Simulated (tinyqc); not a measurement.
The 3-omega method: a line heater on a substrate with a thin film: one step, computed by the program tinyqc.

A current at angular frequency omega = 2 pi f heats the line at 2 omega with the amplitude P per length; the temperature swing Delta T at 2 omega gives a voltage at 3 omega. The substrate is taken as semi-infinite and isotropic, and the heat capacity of heater and film is left out.

Problem. Temperature swing of the bare substrate. Delta T_s = (P/(pi kappa)) int_0^infinity (sin x/x)^2 / sqrt(x^2 + (q b)^2) dx with (q b)^2 = i |q b|^2, averaged over the heater width (12 Gauss-Legendre points on each of the pieces 0, 14 log-spaced edges from 1e-5 to 1, and multiples of pi to 40 pi; the tail adds 1/(4 (40 pi)^2)). For |q| b much below 1: Delta T_s = (P/(pi kappa)) [-ln(|q| b) + eta - i pi/4], eta = 3/2 - C_E = 0.92278, with Euler's C_E = 0.5772157.

Inputs (values chosen for the exercise, modelled on hafnia on germanium):
```
quantity                      value           unit
substrate conductivity kappa   58.5        W/(m K)
substrate heat capacity C      1.74  1e6 J/(m^3 K)
heater half-width b             5.5     micrometre
power amplitude per length P    5.7            W/m
current frequency f              28             Hz
```

|q| b = 0.01779276

Give: in-phase Delta T_s; out-of-phase Delta T_s; in-phase, narrow-line form; out-of-phase, narrow-line form.

Solution.

in-phase Delta T_s = 0.15358 K

out-of-phase Delta T_s = -0.024351 K

in-phase, narrow-line form = 0.15358 K

out-of-phase, narrow-line form = -0.024359 K

The narrow-line form misses the in-phase part by 0.00 % and the out-of-phase part by 0.0 % at |q| b = 0.018. Caution: the penetration depth exceeds a fifth of the substrate thickness, so the back face is felt and the semi-infinite formula fails.
